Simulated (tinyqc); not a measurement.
From results back to parameters: nanosheet or nanowire with hard walls, valleys of the Si type. Three cases, with inputs chosen for the exercise.

Problem. In a hard-walled rectangle E(n, l) = c pi^2 (n^2/(m_y W^2) + l^2/(m_z H^2)), c = hbar^2/2m0. Two levels were computed from hidden W and H.

Constants: hbar^2/2m0 = 3.80998211 eV angstrom^2.

Find: width term; height term; W; H.

Method. The difference of the two levels is three times the width term; the rest of E(1, 1) is the height term.

Case 1.

Values chosen (out of a larger set: near those of Si; not measured data): m_y = 0.189 m0 (mass across the width); m_z = 0.917 m0 (mass along the height).

E(1, 1) = 0.017250 eV
E(2, 1) = 0.047703 eV

Solution.

width term = 10.15 meV
height term = 7.10 meV
W = 140.0 angstrom
H = 76.0 angstrom

Case 2.

Values chosen (out of a larger set: near those of Si; not measured data): m_y = 0.193 m0 (mass across the width); m_z = 0.918 m0 (mass along the height).

E(1, 1) = 0.031309 eV
E(2, 1) = 0.071899 eV

Solution.

width term = 13.53 meV
height term = 17.78 meV
W = 120.0 angstrom
H = 48.0 angstrom

Case 3.

Values chosen (out of a larger set: near those of Si; not measured data): m_y = 0.189 m0 (mass across the width); m_z = 0.921 m0 (mass along the height).

E(1, 1) = 0.033009 eV
E(2, 1) = 0.047212 eV

Solution.

width term = 4.73 meV
height term = 28.27 meV
W = 205.0 angstrom
H = 38.0 angstrom

Computed by tinyqc, one run a case: `OMP_NUM_THREADS=1 python tinyqc.py N N+1 out.jsonl` with N = 1252233, 1252321, 1252334; one thread of a shared Intel(R) Xeon(R) Processor @ 2.30GHz, about 0.04 s a run at most.
